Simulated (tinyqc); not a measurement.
Double-gate transistor, scale length and short-channel effects: one step of the calculation.

A body of thickness ts between two insulators of thickness ti and two tied gates. Below threshold the potential that source and drain add obeys Laplace's equation and vanishes on the gate. Its lowest mode decays along the channel as exp(-k y); k is the smallest positive root of the matching condition at the interface, and the scale length is Lambda = pi/k.

Problem. Threshold shift, barrier position and swing. Along the channel psi(y) = s + a exp(y/l) + b exp(-y/l) with psi(0) = Vbi, psi(L) = Vbi + Vds and l = 1/k = Lambda/pi; with A = Vbi - s, B = A + Vds, x = exp(-L/l): a = (B - A x) x/(1 - x^2), b = (A - B x)/(1 - x^2). The minimum is s + 2 sqrt(a b), at y = (l/2) ln(b/a). The long-channel potential follows the gate as s = sT + (Vg - VTL)/m, and the threshold VT is the gate voltage at which the minimum equals sT. Swing = m Vt ln 10/g at threshold, g = d(minimum)/ds = 1 - (b x + a)/((1 + x) sqrt(a b)).

Inputs (values chosen for the exercise); permittivities: semiconductor close to that of germanium, insulator close to that of silicon dioxide:
```
symbol  value  unit                                    meaning
T         293     K                                temperature
L          29    nm                             channel length
Vbi      1.04     V                    potential of the source
sT       0.36     V  potential of the barrier top at threshold
VTL      0.31     V                     long-channel threshold
m           1                         long-channel body factor
Vds       0.7     V                              drain voltage
```

Constants: q = 1.602176634e-19 C, kB = 1.380649e-23 J/K, Vt = kB T/q. Results are converted to the units shown.

l = 5.4655150 nm

Wanted: s at threshold; a; b; position of the minimum; VT; swing.

Solution.

s at threshold = 0.20083 V
a = 0.0076165 V
b = 0.83155 V
position of the minimum = 12.825 nm
VT = 0.15083 V
swing = 68.142 mV/decade

The threshold lies 159 mV below the long-channel value, and the barrier top sits at 0.44 L from the source.

tinyqc, about 0.01 s, one thread, Intel Xeon 2.30GHz (shared host): `OMP_NUM_THREADS=1 python tinyqc.py 2420001 2420002 out.jsonl`
